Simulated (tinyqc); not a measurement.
From results back to parameters: inversion layer as a triangular well, valleys of the Ge type. Three cases, with inputs chosen for the exercise.

Problem. The spacing of the two lowest levels of one ladder was computed from a hidden sheet density Ns.

The field is taken as constant, e F = 4 pi (e^2/4 pi eps0)(Nd + eta Ns)/eps, with 1e12/cm^2 = 1e-4/angstrom^2, and the oxide as a hard wall at z = 0; c = hbar^2/2m0.

Level j of a valley lies at E_j = a_j (c (e F)^2/m_z)^(1/3) above the band edge at the surface, with the Airy zeros a_j = 2.338107, 4.087949, 5.520560, 6.786708, 7.944134, 9.022651, 10.040174, 11.008524, 11.936016, 12.828777, and has <z> = 2 E_j/(3 e F).

Constants: hbar^2/2m0 = 3.80998211 eV angstrom^2; e^2/(4 pi eps0) = 14.39964547 eV angstrom.

Find: F; Ns.

Method. e F = sqrt(m_z/c) [(E_1 - E_0)/(a_1 - a_0)]^(3/2), with a_0 and a_1 the first two zeros; then Ns = (eps e F/(4 pi e^2/4 pi eps0) - Nd)/eta.

Case 1.

Values chosen (near those of Ge; not measured data): m_z = 1.565 m0 (confinement mass); eps = 16.3 (dielectric constant); Nd = 0.11 x 1e12/cm^2 (depletion charge); eta = 0.75 (share of Ns in the effective field).

E_1 - E_0 = 33.5833 meV

Solution.

F = 0.1704 MV/cm
Ns = 1.90 x 1e12/cm^2

Case 2.

Values chosen (near those of Ge; not measured data): m_z = 0.1199 m0 (confinement mass); eps = 16.1 (dielectric constant); Nd = 2.7 x 1e12/cm^2 (depletion charge); eta = 0.5 (share of Ns in the effective field).

E_1 - E_0 = 177.5160 meV

Solution.

F = 0.5732 MV/cm
Ns = 4.80 x 1e12/cm^2

Case 3.

Values chosen (near those of Ge; not measured data): m_z = 0.1185 m0 (confinement mass); eps = 16.2 (dielectric constant); Nd = 0.16 x 1e12/cm^2 (depletion charge); eta = 0.5 (share of Ns in the effective field).

E_1 - E_0 = 77.0904 meV

Solution.

F = 0.1631 MV/cm
Ns = 2.60 x 1e12/cm^2

Computed by tinyqc, one run a case: `OMP_NUM_THREADS=1 python tinyqc.py N N+1 out.jsonl` with N = 1280198, 1280304, 1280591; one thread of a shared Intel(R) Xeon(R) Processor @ 2.30GHz, about 0.03 s a run at most.
